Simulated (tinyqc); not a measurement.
# Barrier and mass from two Fowler-Nordheim currents

Problem. Fowler-Nordheim tunnelling through a dielectric follows J = A F^2 exp(-B/F), A = q^2 me/(16 pi^2 hbar m1 phi1) (A/V^2 with phi1 in volts), B = (4/3) sqrt(m1/C) phi1^1.5 (V/nm), C = hbar^2/(2 m0). Find B, A, phi1 and m1.

Parameters, values chosen for the exercise:
```
symbol,value,unit,meaning
me,0.84,m0,emitter mass in the supply function
```

Constants: q = 1.602176634e-19 C, hbar = 1.054571817e-34 J s, m0 = 9.1093837015e-31 kg, hbar^2/(2 m0) = 0.0380998212 eV nm^2. Results are converted to the units shown.

J at F = 0.85 and 1.23 V/nm (A/cm^2): 1.4924213e-5  0.24958100

Answer. The slope of ln(J/F^2) against 1/F is -B and the intercept gives A. A fixes the product m1 phi1, and B = (4/3) phi1 sqrt(m1 phi1/C) then gives phi1.

B = 24.7 V/nm
A = 8.84e-7 A/V^2
phi1 = 2.99 eV
m1 = 0.490 m0

Program tinyqc, `OMP_NUM_THREADS=1 python tinyqc.py 2540047 2540048 out.jsonl`; Intel Xeon 2.30GHz, shared host, one thread, about 0.03 s.
